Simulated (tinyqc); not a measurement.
Inside a calculation. Method: one-electron ion in a basis of Gaussians. One step of it, computed by the program tinyqc.

Task: Matrices over normalised Gaussians. With p = a_i + a_j and I(k) = Gamma((k+1)/2) / (2 p^((k+1)/2)): S = I(2l+2), T = (2l+3) a_i a_j S / p, V = -Z I(2l+1), each divided by sqrt(S_ii S_jj).

exponents of r^l exp(-a r^2) (1/bohr^2): 0.006844  0.009703  0.013760  0.019500  0.027650  0.039200  0.055570

Z = 1

l = 1

Give: S; T; V.

Result:

S, lower triangle:
```
       1      2      3      4      5      6      7
1  1.000
2  0.963  1.000
3  0.861  0.963  1.000
4  0.720  0.861  0.963  1.000
5  0.568  0.720  0.861  0.963  1.000
6  0.427  0.568  0.720  0.861  0.963  1.000
7  0.309  0.427  0.568  0.720  0.861  0.963  1.000
```

T (hartree), lower triangle:
```
       1      2      3      4      5      6      7
1  0.017
2  0.019  0.024
3  0.020  0.027  0.034
4  0.018  0.028  0.039  0.049
5  0.016  0.026  0.040  0.055  0.069
6  0.012  0.022  0.037  0.056  0.078  0.098
7  0.009  0.018  0.031  0.052  0.080  0.111  0.139
```

V (hartree), lower triangle:
```
        1       2       3       4       5       6       7
1  -0.088
2  -0.093  -0.105
3  -0.093  -0.111  -0.125
4  -0.088  -0.111  -0.132  -0.149
5  -0.079  -0.105  -0.132  -0.157  -0.177
6  -0.069  -0.095  -0.125  -0.157  -0.187  -0.211
7  -0.058  -0.082  -0.113  -0.148  -0.187  -0.223  -0.251
```
